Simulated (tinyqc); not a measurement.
Round or elliptic silicon nanowire with anisotropic valleys (Ritz method), step by step. Values are carried at full precision from step to step, so a last printed digit may differ when a step is redone from the rounded ones.

Wire along x = [110] on a (001) wafer, y = [-110], z = [001]. Valley groups (w = inverse masses): A, two valleys along z: w_y = 1/mt, w_z = 1/ml, m_x = mt; B, four valleys in the wafer plane: w_y = (1/ml + 1/mt)/2, w_z = 1/mt, m_x = (ml + mt)/2.

Constants: hbar^2/2m0 = 3.80998211 eV angstrom^2; kB = 8.617333262e-05 eV/K.

Values chosen for the exercise (near those of a Si nanowire; the results hold for these values, not for the real material):
```
symbol  value  unit      meaning
ml      0.916  m0        longitudinal mass
mt      0.187  m0        transverse mass
a       33     angstrom  semi-axis along y
b       19     angstrom  semi-axis along z
group   A                valley group worked out
T       300    K         temperature
```

## Stretching the ellipse

Scaling y by 1/sqrt(w_y) and z by 1/sqrt(w_z) makes the mass 1 and the semi-axes A = a/sqrt(w_y), B = b/sqrt(w_z). List them with the one-function estimate 3c (1/A^2 + 1/B^2) and the slender limit c (pi/2s)^2 (1 + 2s/(pi l)), s and l the smaller and larger of A, B; c = hbar^2/2m0.

Groups:
```
group,g,A,B,axis ratio,one function (eV),slender limit (eV)
A,2,14.27,18.18,1.274,0.0907,0.0692
B,4,18.39,8.22,2.238,0.2031,0.1789
```

The one-function value suits axis ratios near 1 and the slender limit ratios well above 2.

## Matrices of three even functions

Hard wall on the ellipse (y/a)^2 + (z/b)^2 = 1, c = hbar^2/2m0. With u = y/a, v = z/b the operator is -c [(w_y/a^2) d2/du2 + (w_z/b^2) d2/dv2] on the unit disc. Basis (1 - u^2 - v^2) u^i v^j; S, X and Y are the disc integrals of f f', (df/du)(df'/du) and (df/dv)(df'/dv), from the integral of u^p v^q = 2 Gamma((p+1)/2) Gamma((q+1)/2)/((p + q + 2) Gamma((p+q+2)/2)) for even p, q; H = c (w_y X/a^2 + w_z Y/b^2).

Basis 1, u^2, v^2 times (1 - u^2 - v^2); form S and H for the chosen group.

S, lower triangle:
```
,1,u^2,v^2
1,1.047198
u^2,0.130900,0.039270
v^2,0.130900,0.013090,0.039270
```

H (meV), lower triangle:
```
,1,u^2,v^2
1,94.9732
u^2,15.8289,15.7319
v^2,15.8289,1.9786,11.9686
```

## Lowest level in this basis

Solve H p = E S p for the wire level; give E, the ratios p2/p1 and p3/p1, and H11/S11.

E = 87.3 meV

ratios: -0.32  -0.48

one function = 90.7 meV

The two added functions lower the level by 3.4 meV (3.7 %), mostly by narrowing the state along v, the direction in which the stretched ellipse is long.

## Subbands

Converged values use 21 functions of each parity class (e or o in u, then in v).

The nine lowest levels of all groups and parity classes.

Subbands:
```
"group, parity",g,m_x (m0),E (eV)
A ee,2,0.1870,0.0873
B ee,4,0.5515,0.1923
A eo,2,0.1870,0.1950
A oe,2,0.1870,0.2477
B oe,4,0.5515,0.3207
A ee,2,0.1870,0.3515
A oo,2,0.1870,0.3969
B ee,4,0.5515,0.4952
A ee,2,0.1870,0.5057
```

At 300 K and without degeneracy the populations go as g sqrt(m_x) exp(-E/kB T): among these nine the lowest level holds 93 % and the light transport mass mt 94 % of the electrons. Levels above about 0.3 eV lie beyond parabolic valleys and hard walls.

## Checks

- Circle of radius a with both masses mt against c (2.404826/R)^2/m, eV: both 0.1082.

(tinyqc, `OMP_NUM_THREADS=1 python tinyqc.py 1280540 1280541 out.jsonl`, Intel(R) Xeon(R) Processor @ 2.30GHz, 1 thread, shared host, about 0.07 s.)
